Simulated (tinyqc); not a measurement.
Input admittance of a MOSFET at zero drain bias: distributed channel and distributed gate: one step of the calculation.

Source and drain grounded, strong inversion, w = 2 pi f, Cox = eps0 eox/tox. The channel is an RC line of resistance 1/(mu Cox Vo) per square fed from both ends, so one finger has the intrinsic admittance y = i w Cox L tanh(g)/g per width, g = (1/2) sqrt(i w tau), tau = L^2/(mu Vo). The vertical resistance rv/L is in series with y, the overlaps 2 i w Cov in parallel: y_t = 1/(1/y + rv/L) + 2 i w Cov. The gate strip is a line of Rsh/L per length loaded by y_t, so a finger has Y = y_t Wf tanh(k)/k, k = (Wf/sd) sqrt(y_t Rsh/L); the device has Nf Y.

Question. Admittance of the channel and stack per width. tau, g, c = Cox L, y and y_t as defined.

Inputs (values chosen for the exercise); values of the order met in silicon radio-frequency transistors: relative permittivity of the gate insulator (close to hafnium oxide) eox = 21.6; insulator thickness tox = 18 nm; channel length L = 1.1 um; channel mobility mu = 240 cm^2/(V s); gate overdrive Vo = 0.74 V; vertical resistivity of the gate stack rv = 0 ohm um^2; overlap and fringe capacitance on each side Cov = 0.16 fF/um; frequency f = 3.4 GHz.

Constants: eps0 = 8.8541878128e-14 F/cm where lengths are in cm. Results are converted to the units shown.

Give: tau; g; c; y; y_t.

Answer.

tau = 68.13 ps
g = 0.4265+0.4265i
c = 11.69 fF/um
y = 29.6+245.4i uS/um
y_t = 29.6+252.2i uS/um

w tau = 1.46, and Im y is 0.983 of w c.

Computed by the program tinyqc: `OMP_NUM_THREADS=1 python tinyqc.py 2262242 2262243 out.jsonl`, one thread of a shared Intel Xeon 2.30GHz, about 0.01 s for the whole run.
